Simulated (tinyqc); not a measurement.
# Worked calculation: van der Pauw, Hall and four-point-probe measurements on a doped layer

Numbers from tinyqc (`OMP_NUM_THREADS=1 python tinyqc.py 2850154 2850155 out.jsonl`; about 0.01 s on one thread of a shared Intel Xeon 2.30GHz). Printed values are rounded.

A uniform n-type layer with sheet resistance Rs = 1/(q ns mu), point contacts, low field (mu B small).

Inputs (values chosen for the exercise):
- ns = 1.7e15 cm^-2 (sheet density of the layer)
- mu = 55 cm^2/(V s) (drift mobility)
- rH = 1.1 (Hall factor)
- B = 2 T (magnetic field)
- I = 500 uA (current)
- ar = 2.18 (side ratio a/b of a rectangular sample with corner contacts)
- t = 17 nm (thickness of the layer)

Constants: q = 1.602176634e-19 C. Results are converted to the units shown.

## Resistances and Hall voltage

Rs = 1/(q ns mu). For a rectangle with contacts at the corners, RA = (8 Rs/pi) sum_(k>=0) ln coth((2k + 1) pi a/(2 b)) with current along a short side b and voltage along the opposite one, RB the same with a and b exchanged; Hall voltage VH = rH B I/(q ns), negative for electrons.

Rs = 66.75411 ohm/square
RA = 0.3606686 ohm
RB = 86.79067 ohm
VH = -0.4038624 mV

RB/RA = 241; for a square both equal Rs ln 2/pi = 14.7 ohm.

## Starting value

z = 2 ln 2/(pi (RA + RB)), exact for RA = RB.

z at the start = 5.063275 mS

## Iteration 1: new z

The van der Pauw equation exp(-pi RA z) + exp(-pi RB z) = 1 is solved for z = 1/Rs: e1 = exp(-pi RA z), e2 = exp(-pi RB z), f = e1 + e2 - 1, f' = -pi (RA e1 + RB e2), z(new) = z - f/f'.

e1 = 0.9942794
e2 = 0.2514384
f = 0.2457177
f' = -0.06968402 kohm
z after iteration 1 = 8.589446 mS

## Iteration 2: new z

As before.

e1 = 0.9903147
e2 = 0.09613457
f = 0.08644930
f' = -0.02733424 kohm
z after iteration 2 = 11.75212 mS

## Course of the iteration

Stop when the step is below 1e-10 mS, or after 40 iterations.

Course of the iteration:

| iteration | z before the step (mS) | step (mS) |
|---|---|---|
| 1 | 5.063275 | 3.53 |
| 2 | 8.589446 | 3.16 |
| 3 | 11.75212 | 2.25 |
| 4 | 13.99747 | 0.881 |
| 5 | 14.87850 | 0.101 |
| 6 | 14.97922 | 1.13e-3 |
| 7 | 14.98035 | 1.41e-7 |
| 8 | 14.98035 | 0 |

Converged in 8 iterations.

## Sheet density, mobility and bulk values

converged z = 14.98035 mS

Rs = 1/z; Hall sheet density B I/(q |VH|); Hall mobility |VH|/(Rs B I); true values ns = rH times the Hall density, mu = Hall mobility/rH; bulk density ns/t, resistivity Rs t; correction factor F = Rs/[(pi/ln 2)(RA + RB)/2].

Rs = 66.75411 ohm/square
Hall sheet density = 1.545455e15 cm^-2
Hall mobility = 60.5 cm^2/(V s)
ns = 1.7e15 cm^-2
mu = 55 cm^2/(V s)
bulk density = 1e21 cm^-3
resistivity = 1.134820e-4 ohm cm
F = 0.3379944

Taking the mean of RA and RB without F would overstate Rs by 200 %.
